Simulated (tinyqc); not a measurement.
Time-dependent dielectric breakdown: cell percolation, Weibull statistics, area scaling and voltage extrapolation: one step, computed by the program tinyqc. Command: `OMP_NUM_THREADS=1 python tinyqc.py 3019120 3019121 out.jsonl tddb walk`. One thread of a shared host (Intel(R) Xeon(R) Processor @ 2.30GHz), about 0.01 s of CPU time with the checks.

The oxide is divided into columns of area a^2, each holding m = t_ox/a cells (m is taken as continuous). A share lambda(t) = (t/t_1)^alpha of the cells is defective, and a column whose cells are all defective breaks down.

Question. A sample of breakdown times. Each device fails at t = t63 (-ln(1 - u))^(1/beta). Sort the times; median rank F_i = (i - 0.3)/(n_s + 0.4) for n_s devices; W = ln(-ln(1 - F_i)).

characteristic life t63 = 172.6288 s

uniform random numbers u: 0.4565  0.2429  0.7773  0.3666  0.3507  0.6873  0.6156  0.4485  0.2887  0.5293  0.8957

Weibull slope beta = 2.8025

Give: Weibull plot.

Answer.

Weibull plot:
```
i   t (s)     F_i   ln t       W
1   109.4  0.0614  4.695  -2.759
2   117.6  0.1491  4.767  -1.823
3   127.9  0.2368  4.852  -1.308
4   130.5  0.3246  4.871  -0.935
5   143.4  0.4123  4.966  -0.632
6   144.7  0.5000  4.975  -0.367
7   156.0  0.5877  5.050  -0.121
8   169.9  0.6754  5.135   0.118
9   182.2  0.7632  5.205   0.365
10  199.6  0.8509  5.296   0.643
11  230.9  0.9386  5.442   1.026
```

Caution: t_1 is an input here; in a real oxide it changes with thickness at fixed voltage.
